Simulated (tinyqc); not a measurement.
Brouwer diagram: defect equilibria of an oxide against oxygen pressure (mass action). Computed by tinyqc, a small Python program. Command: `OMP_NUM_THREADS=1 python tinyqc.py 3028298 3028299 out.jsonl brouwer walk`. One thread of a shared host (Intel(R) Xeon(R) Processor @ 2.30GHz), about 0.01 s of CPU time with the checks.

Defects: oxygen vacancies V (charge +2), electrons n, holes p, the ionic partner X = V_M'''' (charge -4), and the dopant. Activities are taken equal to concentrations.

Inputs (values chosen for the exercise, for a model oxide):

| quantity | value | unit |
|---|---|---|
| reduction enthalpy H_r | 3.47 | eV |
| prefactor K_r0 | 1.1e+70 | cm^-9 atm^(1/2) |
| gap E_g | 2.51 | eV |
| prefactor N_c N_v | 8e+42 | cm^-6 |
| disorder enthalpy H_s | 3.83 | eV |
| prefactor K_s0 | 6e+67 | cm^-9 |
| dopant density N_d | 1.2e+19 | cm^-3 |
| temperature T | 700 | K |

Ionic disorder: Schottky, oxide MO2. Dopant (singly charged, fully ionised): acceptor.

Constants: k_B = 8.617333262e-05 eV/K.

Method:
- K_r = K_r0 exp(-H_r/k_B T) = [V] n^2 P^(1/2); K_i = N_c N_v exp(-E_g/k_B T) = n p; K_s = K_s0 exp(-H_s/k_B T) = [X] [V]^2.
- Neutrality: 2 [V] + p = n + 4 [X] + N_d. With n as the unknown, [V] = K_r/(n^2 P^(1/2)), p = K_i/n, [X] = K_s/[V]^2; the log ratio is ln(positive/negative).
- The root is found by 60 bisections in ln n between n = 1e-10 and 1e25 cm^-3.
- The slope is d log n / d log P from this row and the one above; the last column names the largest term on each side. Pressures that give more than 3e21 cm^-3 are left out.

K_r = 1.14417e+45 cm^-9 atm^(1/2)

K_i = 6.79024e+24 cm^-6

K_s = 1.59722e+40 cm^-9

Log10 of the densities in cm^-3:

| log10 P (atm) | n | [V] | p | [X] | slope of n | balance |
|---|---|---|---|---|---|---|
| -32 | 20.447 | 20.164 | 4.385 | -0.1252 | - | 2 [V] = n |
| -28 | 19.759 | 19.540 | 5.073 | 1.1225 | -0.17202 | 2 [V] = n |
| -24 | 19.007 | 19.045 | 5.825 | 2.1142 | -0.18802 | 2 [V] = N_d |
| -20 | 18.118 | 18.823 | 6.714 | 2.5570 | -0.22233 | 2 [V] = N_d |
| -16 | 17.138 | 18.783 | 7.694 | 2.6372 | -0.24499 | 2 [V] = N_d |
| -12 | 16.140 | 18.779 | 8.692 | 2.6461 | -0.24944 | 2 [V] = N_d |
| -8 | 15.140 | 18.778 | 9.692 | 2.6470 | -0.24994 | 2 [V] = N_d |
| -4 | 14.140 | 18.778 | 10.692 | 2.6471 | -0.24999 | 2 [V] = N_d |
| 0 | 13.140 | 18.778 | 11.692 | 2.6471 | -0.25000 | 2 [V] = N_d |

Regimes: 2 [V] = n from log P = -32 to -28, where that balance predicts a slope of -1/6 and the table comes as close as -0.172; 2 [V] = N_d from log P = -24 to 0, where that balance predicts a slope of -1/4 and the table comes as close as -0.250.

Extremes, crossings and ranges named in words are read from the listed rows.
